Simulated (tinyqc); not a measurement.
Inside a calculation: defect-molecule model of a vacancy with Jahn-Teller distortion. Values are carried at full precision from step to step, so a last printed digit may differ when a step is redone from the rounded ones.

Four dangling hybrids a, b, c, d point into the vacancy: H_ii = E0, and -gm between any two. A tetragonal distortion Q pairs a with b and c with d: those two couplings become -gm - I Q and the other four -gm + I Q/2, at an elastic cost k Q^2/2. The a1 level holds two electrons; charge states 2+, + and 0 put n = 0, 1, 2 more into the lowest level of t2 origin. Energy from the 2+ state at Q = 0, with the Fermi level mu counted from Ev: W_n(Q) = n (et - 2 I Q) + k Q^2/2 + Uc n (n - 1)/2 - n mu. et = E0 + gm is the undistorted t2 level.

Values chosen for the exercise (of the size used for the vacancy in silicon; the results hold for these values, not for the real material):
```
symbol  value  unit           meaning
E0      -0.11  eV             level of a dangling hybrid, from Ev
gm      0.33   eV             coupling between two dangling hybrids
I       0.9    eV/angstrom    Jahn-Teller coupling
k       17.9   eV/angstrom^2  force constant of the mode
Uc      0.2    eV             repulsion of two electrons in one orbital
Q       0.17   angstrom       a trial distortion
```

## The molecule at a trial distortion

Fill in H at Q.

H (eV), rows a, b, c, d and columns alike:
```
[[-0.1100, -0.4830, -0.2535, -0.2535],
 [-0.4830, -0.1100, -0.2535, -0.2535],
 [-0.2535, -0.2535, -0.1100, -0.4830],
 [-0.2535, -0.2535, -0.4830, -0.1100]]
```

## One-electron levels

Diagonalise. By symmetry: a + b + c + d at E0 - 3 gm, a + b - c - d at E0 + gm - 2 I Q, and the pair a - b, c - d at E0 + gm + I Q.

levels (eV): [-1.1000, -0.0860, 0.3730, 0.3730]

The t2 triplet has split by 3 I Q = 0.4590 eV, and its centre has stayed.

## Relaxed charge states

Minimise W_n over Q: Q_n = 2 n I/k, gain n^2 E_JT with E_JT = 2 I^2/k. W_n at mu = 0 is n et - n^2 E_JT + Uc n (n - 1)/2.

E_JT = 0.0905 eV

States:
```
n  charge  Q_n (angstrom)  gain (eV)  W_n (eV)
0      2+          0.0000     0.0000    0.0000
1       +          0.1006     0.0905    0.1295
2       0          0.2011     0.3620    0.2780
```

## Transition levels and the effective U

From the energies W_n of the relaxed states with n = 0, 1, 2 electrons: E(2+/+) = W1 - W0, E(+/0) = W2 - W1, U_eff = E(+/0) - E(2+/+), E(2+/0) = (W2 - W0)/2.

levels above Ev (eV): (2+/+) 0.1295, (+/0) 0.1485, (2+/0) 0.1390

U_eff = 0.0190 eV

U_eff > 0: the + state is the lowest for mu between 0.1295 and 0.1485 eV. The vacancy in silicon is known as a negative-U centre; these values fall on the other side of the balance.

## Vertical against thermal levels

At fixed Q the level for adding the first electron is et - 2 I Q. Capture into 2+ at Q0 = 0 costs et; removal from + at Q1 = 2 I/k takes place at et - 2 E_JT, E_JT = 2 I^2/k; the thermal level lies between, and the Franck-Condon shift is E_JT on each side. et = E0 + gm.

levels (eV): vertical at Q0 0.2200, thermal 0.1295, vertical at Q1 0.0390

Stokes shift = 0.1810 eV

## Checks

- W2 from the formula against a numerical minimum over Q with the level from H(Q): both 0.27799.

Computed by tinyqc, a small Python program: `OMP_NUM_THREADS=1 python tinyqc.py 1480832 1480833 out.jsonl` (the numbers bound the seed that draws the inputs); one thread of a shared host (Intel(R) Xeon(R) Processor @ 2.30GHz), about 0.01 s for the whole set of steps.
